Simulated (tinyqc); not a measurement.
Admittance spectroscopy of a deep trap: one step of the calculation.

Schottky contact on an n-type layer with shallow donors Nd (all ionised) and a donor-like deep trap, neutral when filled and positive when empty; depletion approximation. Traps within lam of the depletion edge stay filled. The traps at xt = W - lam, where the level crosses the Fermi level, follow a slow signal and not a fast one. w = 2 pi f.

Question. Admittance at the signal frequency. Emission rate en = sn vth(T) Nc(T) exp(-Et/kB T) = sn g T^2 exp(-Et/kB T), g = vth Nc/(300 K)^2, as vth goes as T^0.5 and Nc as T^1.5 (degeneracy factor 1). Inflection frequency w0 = 2 en [1 + Nt xt/(Nd W)]; C = C_HF + (C_LF - C_HF)/(1 + (w/w0)^2), G/w = (C_LF - C_HF)(w/w0)/(1 + (w/w0)^2).

Values chosen for this exercise; material values close to those of gallium nitride: conduction-band density of states at 300 K Nc = 2.27e18 cm^-3; thermal velocity at 300 K vth = 2.5e7 cm/s; shallow donor density Nd = 1.5e16 cm^-3; depth of the trap below the conduction edge Et = 0.4 eV; capture cross-section sn = 8e-14 cm^2; trap density Nt = 5.6e14 cm^-3; signal frequency f = 1800 Hz; temperature T = 227 K.

Constants: q = 1.602176634e-19 C, kB = 1.380649e-23 J/K. Results are converted to the units shown.

W = 309.89422 nm
xt = 161.73571 nm
C_HF = 27.457351 nF/cm^2
C_LF = 27.938066 nF/cm^2

Give: en; w0/(2 pi); C; G/w.

Answer.

en = 3421.4 1/s
w0/(2 pi) = 1110.3 Hz
C = 27.590 nF/cm^2
G/w = 0.21479 nF/cm^2

The signal lies near the inflection, where the loss is largest.

Numbers from tinyqc (`OMP_NUM_THREADS=1 python tinyqc.py 2050067 2050068 out.jsonl`; about 0.01 s on one thread of a shared Intel Xeon 2.30GHz).
